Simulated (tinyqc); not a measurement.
## Fully depleted semiconductor-on-insulator film with two gates, non-linear Poisson equation by Newton steps: charge against front-gate voltage

One dimension across the film, front interface at x = 0, back interface at x = ts. psi is counted from the intrinsic level, n = ni exp(psi/Vt) (source grounded), holes neglected, acceptors ionised. Gates act through Cox = eps0 eox/tox and Cbox = 3.9 eps0/tb with potentials G1 = Vg - (phiM - chi - Vt ln(Nc/ni)) and G2 = Vb - (phiB - chi - Vt ln(Nc/ni)). Classical Boltzmann densities, no interface charge, no depletion in the back plane.

ni = sqrt(Nc Nv) exp(-Eg/(2 Vt)), Eg in volts. The Poisson equation eps0 eps_r d2psi/dx2 = q (n + Na), with -eps0 eps_r dpsi/dx = Cox (G1 - psi) at x = 0 and eps0 eps_r dpsi/dx = Cbox (G2 - psi) at x = ts, is solved on 300 equal intervals with half boxes at both ends; N_inv is the trapezoid sum of n. Swing = ln 10/(d ln N_inv/dVg); the last column is (dN_inv/dVb)/(dN_inv/dVg).

Values chosen for this exercise; band and dielectric values close to those of silicon: temperature T = 300 K; band gap Eg = 1.12 eV; relative permittivity eps_r = 11.5; conduction-band density of states at T Nc = 2.82e19 cm^-3; valence-band density of states at T Nv = 2.7e19 cm^-3; electron affinity chi = 4.1 eV; relative permittivity of the gate insulator (close to hafnium oxide) eox = 22.6; insulator thickness tox = 5.4 nm; film thickness ts = 13 nm; buried-oxide thickness (eps_r 3.9) tb = 50 nm; acceptor density of the film Na = 1e15 cm^-3; work function of the front gate phiM = 4.4 eV; work function of the back plane phiB = 4.15 eV; back-gate voltage Vb = 0.4 V.

Constants: q = 1.602176634e-19 C, kB = 1.380649e-23 J/K, Vt = kB T/q, eps0 = 8.8541878128e-14 F/cm where lengths are in cm. Results are converted to the units shown.

Charge against front-gate voltage:
```
Vg (V),psi front (V),psi back (V),N_inv (cm^-2),centroid/ts,swing (mV/decade),q dN_inv/dVg over Cox,back/front leverage
-0.27,0.00600,0.0792,9.97e4,0.709,64.2,1.54e-7,0.0792
-0.12,0.153,0.215,2.17e7,0.681,64.1,3.37e-5,0.0765
0.03,0.301,0.349,4.68e9,0.649,65.4,0.00711,0.0734
0.18,0.436,0.445,2.97e11,0.529,134,0.220,0.0556
0.33,0.526,0.464,1.69e12,0.292,293,0.572,0.0301
0.48,0.573,0.467,4.06e12,0.174,527,0.766,0.0233
0.63,0.601,0.468,6.88e12,0.122,806,0.849,0.0212
0.78,0.620,0.469,9.91e12,0.0940,1.11e3,0.891,0.0202
0.93,0.635,0.469,1.30e13,0.0767,1.42e3,0.916,0.0197
```

N_inv passes 1e11 cm^-2 at Vg = 0.128 V. The swing starts at 64.2 mV a decade, against (1 + k) Vt ln 10 = 60.5 for a front channel with k = Cs Cbox/(Cox (Cs + Cbox)) = 0.0171, Cs = eps0 eps_r/ts; above threshold this column is no longer a subthreshold swing. The centroid falls from 0.709 to 0.0767 of ts and the leverage of the back gate falls from 0.0792 to 0.0197. For Vg = 0.48, 0.63, 0.78, 0.93 the density at an interface exceeds 0.3 Nc, where Boltzmann statistics fail. For Vg = 0.48, 0.63, 0.78, 0.93 the classical centroid lies within 3 nm of an interface, where confinement, left out, would push it away.

Program tinyqc, `OMP_NUM_THREADS=1 python tinyqc.py 2190058 2190059 out.jsonl`; Intel Xeon 2.30GHz, shared host, one thread, about 0.3 s.
